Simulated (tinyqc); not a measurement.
Worked calculation: CCSD on RHF in the sto-6g basis, for H3+, spin multiplicity 1. One step of it, computed by the program tinyqc.

Question. CCSD: starting amplitudes. t_ij^ab = <ij||ab> / (e_i + e_j - e_a - e_b), whose energy is MP2.

orbital energies (hartree): [-1.116257, -0.320073, 0.494866]

Two-electron integrals over orbitals (pq|rs), unique and non-zero (hartree):
```
(11|11) 0.615916    (21|11) -0.000032   (21|21) 0.145493    (22|11) 0.531170
(22|21) 0.000041    (22|22) 0.573105    (31|11) 0.102082    (31|21) 0.000011
(31|22) -0.022848   (31|31) 0.130522    (32|11) 0.000018    (32|21) -0.134492
(32|22) -0.000044   (32|31) -0.000023   (32|32) 0.152190    (33|11) 0.622686
(33|21) -0.000044   (33|22) 0.561706    (33|31) 0.094139    (33|32) 0.000035
(33|33) 0.673163
```

Give: Starting amplitudes; correlation energy.

Answer.

Starting amplitudes (spin orbitals 1a, 1b, ...; amplitudes related by a flip of all spins are not repeated):
```
from      to          t
1a 1b  2a 2b     -0.091
1a 1b  3a 3b     -0.041
1a 1b  2a 3b  -4.64e-06
```

correlation energy = -0.01858 hartree
